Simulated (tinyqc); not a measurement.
Comparisons within one model: optical gain and spontaneous emission in a bulk direct-gap semiconductor. A value that a table varies takes the place of the one given here.

Parabolic bands, vertical transitions, no excitons. For each hole band j: mr = me mj/(me + mj); joint density of states J_j(E) = (mr/c)^(3/2) sqrt(E - Eg)/(2 pi^2), both spins, c = hbar^2/2m0; averaged matrix element |e.p|^2 = m0 Ep/6; alpha_j(E) = 4 pi^2 alpha_f c Ep J_j/(3 nr E) in 1/angstrom (alpha_f the fine-structure constant, listed as alpha among the constants), times 1e8 for 1/cm.

F_j(eta) = (1/Gamma(j + 1)) integral_0^infinity x^j dx/(1 + exp(x - eta)), which tends to exp(eta) for eta << 0.

Quasi-Fermi levels: n = Nc F_1/2(Fc/kT) and p = Nv F_1/2(Fv/kT), Fc counted up from the conduction edge and Fv down from the valence edge; Nc, Nv from N = 2 (m kB T/(4 pi c))^(3/2) with c = hbar^2/2m0, in 1/angstrom^3; times 1e24 for 1/cm^3, with me and (mhh^(3/2) + mlh^(3/2))^(2/3).

For band j the electron sits at Ee = (E - Eg) mr/me above its edge and the hole at Eh = (E - Eg) mr/mj; fe = 1/(1 + exp((Ee - Fc)/kT)), fh = 1/(1 + exp((Eh - Fv)/kT)); gain g = sum_j alpha_j (fe + fh - 1).

Spontaneous rate: R = integral of (nr E/(hbar c))^2/(pi^2 hbar) sum_j alpha_j fe fh dE, with alpha in 1/cm and (nr E/(hbar c))^2 in 1/cm^2 (1e16 per 1/angstrom^2); B = R/(n p); lifetime n/R.

Constants: hbar^2/2m0 = 3.80998211 eV angstrom^2; fine-structure constant alpha = 0.007297352564; kB = 8.617333262e-05 eV/K; hbar = 6.58211957e-16 eV s; hbar c = 1973.269805 eV angstrom.

Parameters, chosen for this exercise (near those of GaAs; shifted at random, so the results belong to these values and not to a real crystal): Eg = 1.446 eV (direct gap); me = 0.0684 m0 (electron mass); mhh = 0.513 m0 (heavy-hole mass); mlh = 0.0808 m0 (light-hole mass); Ep = 25.6 eV (Kane energy); nr = 3.66 (refractive index); T = 350 K; n = 2.2e+18 1/cm^3 (injected density, n = p).

## Peak gain against injection

The peak is the largest g over E; a dash marks no gain.

Gain:

| n (1/cm^3) | Fc (eV) | Fv (eV) | peak gain (1/cm) | peak E - Eg (eV) | B (cm^3/s) |
|---|---|---|---|---|---|
| 8.0e+17 | 0.0252 | -0.0818 | - | - | 1.79e-10 |
| 1.3e+18 | 0.0489 | -0.0668 | - | - | 1.68e-10 |
| 1.8e+18 | 0.0675 | -0.0565 | 40 | 0.0038 | 1.58e-10 |
| 2.2e+18 | 0.0804 | -0.0501 | 177 | 0.0109 | 1.51e-10 |
| 2.9e+18 | 0.1006 | -0.0412 | 461 | 0.0226 | 1.41e-10 |
| 3.7e+18 | 0.1210 | -0.0332 | 784 | 0.0349 | 1.31e-10 |
| 4.8e+18 | 0.1464 | -0.0244 | 1196 | 0.0500 | 1.20e-10 |
| 6.4e+18 | 0.1795 | -0.0143 | 1724 | 0.0687 | 1.08e-10 |

transparency density (Fc + Fv = 0) = 1.60e+18 1/cm^3

Gain starts at 1.60e+18 1/cm^3, where Fc = -Fv = 0.0603 eV: with Nv/Nc = 22 the electrons must be degenerate before the holes are. The slope of peak gain against n is 3.44e-16 cm^2 between the first two rows with gain and 3.30e-16 between the last two; the peak moves from 0.0038 to 0.0687 eV above the gap as the bands fill, and B falls by a factor 1.66. Line broadening and gap shrinkage are left out.

## Gain spectrum

At the density n.

Spectrum:

| E - Eg (eV) | alpha, empty (1/cm) | fe, heavy | fh, heavy | g (1/cm) |
|---|---|---|---|---|
| 0.005 | 1865 | 0.926 | 0.157 | 152 |
| 0.010 | 2629 | 0.915 | 0.154 | 177 |
| 0.020 | 3692 | 0.889 | 0.149 | 134 |
| 0.030 | 4492 | 0.857 | 0.144 | 5 |
| 0.045 | 5446 | 0.794 | 0.137 | -336 |
| 0.060 | 6226 | 0.713 | 0.131 | -857 |
| 0.080 | 7094 | 0.581 | 0.122 | -1823 |
| 0.100 | 7829 | 0.436 | 0.114 | -3032 |
| 0.130 | 8757 | 0.243 | 0.103 | -4986 |
| 0.170 | 9766 | 0.091 | 0.089 | -7254 |
| 0.220 | 10776 | 0.023 | 0.074 | -9288 |

Fc + Fv = 0.0303 eV

g is positive below E - Eg = 0.0303 eV; the largest value listed is 177 1/cm at 0.010 eV. At 0.220 eV above the gap g is -0.86 times the absorption of the empty crystal, whose limit is -1.

## Transparency density and B against temperature

Eg is held fixed; B is taken at n = 1e15 1/cm^3.

Results:

| T (K) | transparency density (1/cm^3) | Fc/kT there | B (cm^3/s) |
|---|---|---|---|
| 100 | 2.44e+17 | 2.000 | 1.29e-09 |
| 150 | 4.48e+17 | 2.000 | 7.03e-10 |
| 200 | 6.90e+17 | 2.000 | 4.59e-10 |
| 250 | 9.64e+17 | 2.000 | 3.30e-10 |
| 300 | 1.27e+18 | 2.000 | 2.52e-10 |
| 350 | 1.60e+18 | 2.000 | 2.01e-10 |
| 400 | 1.95e+18 | 2.000 | 1.65e-10 |
| 500 | 2.73e+18 | 2.000 | 1.19e-10 |

Fc/kT at transparency stays at 2.000, since it depends on Nv/Nc alone, so the density goes as T^1.50. B goes as T^-1.48, against T^-1.5 for non-degenerate carriers: hot carriers spread over k and fewer pairs share a wave vector.

## What moves transparency and gain

Transparency is Fc + Fv = 0; the peak is the largest g over E at the density n (0 if none). Each row changes one parameter from the base and keeps the others.

Results:

| case | transparency density (1/cm^3) | Fc + Fv (eV) | peak gain (1/cm) |
|---|---|---|---|
| base | 1.60e+18 | 0.0303 | 177 |
| me = 0.0787 m0 | 1.83e+18 | 0.0167 | 98 |
| mhh = 0.308 m0 | 1.24e+18 | 0.0533 | 521 |
| Ep = 28.2 eV | 1.60e+18 | 0.0303 | 195 |
| T = 390 K | 1.88e+18 | 0.0162 | 64 |
| n = 2.86e+18 1/cm^3 | 1.60e+18 | 0.0578 | 444 |
| nr = 3.84 | 1.60e+18 | 0.0303 | 169 |

The largest shifts from the base row, up to three for each result and ties (the steps differ in size, so this ranks the rows, not the parameters). transparency density (1/cm^3): mhh -3.62e+17, T +2.81e+17, me +2.32e+17; unchanged at the printed digits by Ep, n and nr. Fc + Fv (eV): n +0.0275, mhh +0.0230, T -0.0141; unchanged at the printed digits by Ep and nr. peak gain (1/cm): mhh +344, n +267, T -113.

Computed by tinyqc, a small Python program: `OMP_NUM_THREADS=1 python tinyqc.py 1681870 1681871 out.jsonl` (the numbers bound the seed that draws the inputs); one thread of a shared host (Intel(R) Xeon(R) Processor @ 2.30GHz), about 0.08 s for the whole set of steps.
